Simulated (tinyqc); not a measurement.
Length of a polyene: Hueckel, PPP and singles CI along the polyenes. Computed by the program tinyqc. Hueckel uses the same beta without repulsion; CIS keeps all single excitations and so misses the low, doubly excited 2Ag state. W is the valence ionisation energy of a centre, MN the Mataga-Nishimoto formula, f the oscillator strength.

All-trans chains of carbon centres 1.40 angstrom apart:
```
parameter                               value
beta (eV), times 1 +/- alternation  -2.460000
alternation                          0.150000
W (eV)                              11.160000
gamma_rr (eV)                       10.900000
repulsion formula                        Ohno
```

Gaps and excitations (eV):
```
centres  Hueckel gap  PPP orbital gap  bright singlet (CIS)       f  lowest triplet (CIS)
2             5.6580          13.1388                7.3676  0.6317                3.9484
4             3.9410          10.7508                5.8977  1.1131                3.0599
6             3.1556           9.5798                5.0762  1.5218                2.6429
8             2.7149           8.9083                4.5725  1.8911                2.4255
10            2.4363           8.4854                4.2420  2.2371                2.3007
12            2.2464           8.2014                4.0141  2.5703                2.2234
```

What does the comparison show, and why?

The Hueckel gap tends to 4 x alternation x |beta| = 1.48 eV for long chains. Exchange opens the PPP orbital gap, and the attraction of electron and hole brings the bright state 4.19 eV below it at 12 centres; the triplet lies 1.79 eV lower still.
